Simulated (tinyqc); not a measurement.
Cylindrical quantum wire, step by step. Values are carried at full precision from step to step, so a last printed digit may differ when a step is redone from the rounded ones.

With hard walls E = c (x/R)^2/mw, x a zero of J_m: (1,0) 2.404826; (2,0) 5.520078; (1,1) 3.831706; (2,1) 7.015587; (1,2) 5.135622; (2,2) 8.417244; (1,3) 6.380162; (2,3) 9.761023.

Constants: hbar^2/2m0 = 3.80998211 eV angstrom^2.

Inputs chosen for the exercise (near those of a non-polar GaN wire in AlGaN; shifted at random, so the results belong to these values and not to a real crystal): R = 25 angstrom (radius); mw = 0.195 m0 (mass inside); V0 = 0.525 eV (barrier height); mb = 0.242 m0 (mass outside); E = 0.0902 eV (trial energy).

## Hard-wall levels

The six lowest of these, with their orbital degeneracy; c = hbar^2/2m0.

Hard walls:
```
state  degeneracy       x  E (eV)
(1,0)           1  2.4048  0.1808
(1,1)           2  3.8317  0.4590
(1,2)           2  5.1356  0.8245
(2,0)           1  5.5201  0.9526
(1,3)           2  6.3802  1.2725
(2,1)           2  7.0156  1.5386
```

The ballistic conductance steps are 2, 4, 4, 2 e^2/h as EF passes the first four edges (spin included, one valley). The real barrier, V0 = 0.525 eV, lies below 4 values at the end of the list.

## The matching condition at a trial energy

A cylinder of radius R, isotropic masses, c = hbar^2/2m0, k = sqrt(mw E/c), kappa = sqrt(mb (V0 - E)/c). State (n, m) is J_m(k r) inside and K_m(kappa r) outside; psi and psi'/m are continuous: (k/mw) J_m'(kR)/J_m(kR) = (kappa/mb) K_m'(kappa R)/K_m(kappa R).

Both sides for the lowest state, with J_0' = -J_1 and K_0' = -K_1.

k R = 1.6986
kappa R = 4.1546
left side = -0.5048 1/angstrom
right side = -0.7653 1/angstrom

The left side falls with E and the right side rises; here the left is the larger, so the level lies above the trial energy.

## Bound levels

All roots below V0 for angular numbers 0 to 3, two each at most; the last column is the ratio to the hard-wall level.

Finite barrier:
```
state  degeneracy  E (eV)     k R  E/E(hard)
(1,0)           1  0.1096  1.8722      0.606
(1,1)           2  0.2728  2.9542      0.594
(1,2)           2  0.4697  3.8761      0.570
(2,0)           1  0.5133  4.0519      0.539
```

4 levels of these are bound; the lowest reaches 61 % of its hard-wall value.

## Checks

- Lowest level by radial finite differences against the matching condition, eV: both 0.1096.

Run: tinyqc, `OMP_NUM_THREADS=1 python tinyqc.py 1282541 1282542 out.jsonl`; Intel(R) Xeon(R) Processor @ 2.30GHz, one thread, shared host; about 0.03 s of CPU time with all checks.
